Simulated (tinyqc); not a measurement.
Resistance of a source-drain extension with a graded tip: two steps of the calculation.

y runs along the channel, the gate covers y > 0. The doping is N0 for y < y0 and N0 10^(-(y - y0)/la) beyond, uniform over the depth xj. Sheet conductance s(y) = q mu(N) max(N - Nch, 0) xj + (for y > 0) ma Cox Vo, with mu(N) = u0 + (u1 - u0)/(1 + (N/Nr)^au) and Cox = eps0 eox/tox. Current is taken as one-dimensional; depletion of the tip, spreading and the contact are left out. The metallurgical junction lies at yj, where N = Nch.

Inputs (values chosen for the exercise); mobility law close to that of electrons in silicon:
- eox = 25.1 (relative permittivity of the gate insulator (close to zirconium oxide))
- tox = 4.5 nm (insulator thickness)
- N0 = 1.3e20 cm^-3 (active doping of the extension far from the gate)
- la = 2.9 nm/decade (lateral abruptness)
- y0 = 3.3 nm (position under the gate where the fall begins (gate edge at 0))
- xj = 7 nm (depth of the extension)
- Nch = 4.8e17 cm^-3 (channel doping)
- Vo = 0.34 V (gate overdrive)
- ma = 85 cm^2/(V s) (mobility of the gate-induced layer)
- u1 = 1414 cm^2/(V s) (mobility at low doping)
- u0 = 68.5 cm^2/(V s) (mobility at high doping)
- Nr = 9.2e16 cm^-3 (reference doping)
- au = 0.711 (exponent)
- Lg = 90 nm (gate length)

Constants: q = 1.602176634e-19 C, eps0 = 8.8541878128e-14 F/cm where lengths are in cm. Results are converted to the units shown.

Task 1. Sheet resistances and junction position. yj = y0 + la log10(N0/Nch); sheet resistance of the full extension 1/[q mu(N0)(N0 - Nch) xj] and of the gate-induced layer 1/(ma Cox Vo); metallurgical length Lg - 2 yj; ye is where the doped and the gate-induced conductances are equal.

Give: yj; sheet resistance of the extension; sheet resistance of the induced layer; metallurgical length; ye; N at ye.

Result 1.

yj = 10.355 nm
sheet resistance of the extension = 903.41 ohm/square
sheet resistance of the induced layer = 7006.4 ohm/square
metallurgical length = 69.290 nm
ye = 6.2848 nm
N at ye = 1.2154e19 cm^-3

The gate takes over 4.07 nm before the junction, where N is still 25.3 times the channel doping.

Task 2. Resistance of the overlapped part. Midpoint rule on 12 equal steps from 0 to yj: R_ov = sum h/s(y), per width.

Give: y; N; doped conductance; sheet resistance; R_ov.

Result 2.

| point | y (nm) | N (cm^-3) | doped conductance (uS) | sheet resistance (ohm/square) |
|---|---|---|---|---|
| 0 | 0.4315 | 1.300e20 | 1107 | 800.2 |
| 1 | 1.294 | 1.300e20 | 1107 | 800.2 |
| 2 | 2.157 | 1.300e20 | 1107 | 800.2 |
| 3 | 3.020 | 1.300e20 | 1107 | 800.2 |
| 4 | 3.883 | 8.183e19 | 722.4 | 1156 |
| 5 | 4.746 | 4.124e19 | 392.2 | 1869 |
| 6 | 5.609 | 2.079e19 | 219.6 | 2760 |
| 7 | 6.472 | 1.048e19 | 127.1 | 3706 |
| 8 | 7.335 | 5.281e18 | 75.40 | 4584 |
| 9 | 8.198 | 2.661e18 | 44.33 | 5346 |
| 10 | 9.060 | 1.341e18 | 23.45 | 6018 |
| 11 | 9.923 | 6.761e17 | 7.276 | 6667 |

R_ov = 30.47 ohm um

Program tinyqc, `OMP_NUM_THREADS=1 python tinyqc.py 2282127 2282128 out.jsonl`; Intel Xeon 2.30GHz, shared host, one thread, about 0.03 s.
